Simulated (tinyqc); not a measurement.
UHF in the sto-3g basis, for BeH2, spin multiplicity 1, step by step. This run ends on a higher stationary point, not on the lowest solution. Computed by tinyqc, a small Python program that keeps every step (integrals from PySCF). Settings: charge = 0, multiplicity = 1, basis = sto-3g, energy threshold = 1e-10, iteration cap = 78, orthogonalisation = symmetric, start = core, DIIS depth = 0, damping = 0.5, shift = 0.5, method = UHF, break = 0.7. Command: `OMP_NUM_THREADS=1 python tinyqc.py 21959 21960 out.jsonl` (the two numbers bound the seeds that draw the settings). One thread of a shared host (Intel(R) Xeon(R) Processor @ 2.60GHz), about 0.3 s of CPU time with the checks.

Geometry (angstrom):
```
atom       x        y       z
Be    0.0000   0.0000  0.0000
H     0.0000   1.8610  0.1130
H     0.0000  -1.9420  0.1180
```

Stop when the energy changes by less than 1e-10 hartree and every element of the error matrix X^T (F D S - S D F) X (for each spin) is below 3e-06.

Course of the cycle:
```
iteration  E (hartree)     change  largest element of the error matrix
1           -14.445983          -                             1.51e-01
2           -14.743510  -2.98e-01                             1.42e-01
3           -14.981751  -2.38e-01                             1.17e-01
4           -15.139890  -1.58e-01                             9.02e-02
5           -15.236352  -9.65e-02                             7.23e-02
6           -15.293411  -5.71e-02                             5.82e-02
7           -15.327166  -3.38e-02                             4.77e-02
8           -15.347546  -2.04e-02                             3.98e-02
9           -15.360280  -1.27e-02                             3.39e-02
10          -15.368583  -8.30e-03                             2.93e-02
11          -15.374247  -5.66e-03                             2.57e-02
12          -15.378275  -4.03e-03                             2.27e-02
13          -15.381244  -2.97e-03                             2.02e-02
14          -15.383492  -2.25e-03                             1.80e-02
...                ...        ...                                  ...
65          -15.392075  -4.30e-08                             9.38e-05
66          -15.392075  -3.50e-08                             8.48e-05
67          -15.392075  -2.85e-08                             7.66e-05
68          -15.392075  -2.32e-08                             6.92e-05
69          -15.392075  -1.89e-08                             6.25e-05
70          -15.392075  -1.54e-08                             5.65e-05
71          -15.392075  -1.25e-08                             5.11e-05
72          -15.392075  -1.02e-08                             4.62e-05
73          -15.392075  -8.31e-09                             4.17e-05
74          -15.392075  -6.78e-09                             3.77e-05
75          -15.392075  -5.52e-09                             3.41e-05
76          -15.392075  -4.50e-09                             3.08e-05
77          -15.392075  -3.67e-09                             2.79e-05
78          -15.392075  -2.99e-09                             2.52e-05
```

Can the last value be used, and what does the course show?

Not by the stop rule, although the second column moves by less than 1e-07 over the last three steps. Not converged within the cap of 78 iterations: the residual falls steadily but slowly, by a factor of about 0.90 a step. Reruns (cap 100 unless said): DIIS 8: converged in 11 to a higher stationary point; level shift 0.5: converged in 48 to a higher stationary point; atomic densities as start, DIIS 8: converged in 8 to a higher stationary point; the original settings with a cap of 400: converged in 100 to a higher stationary point. PySCF UHF in the same basis, after a stability check = -15.393690 hartree.
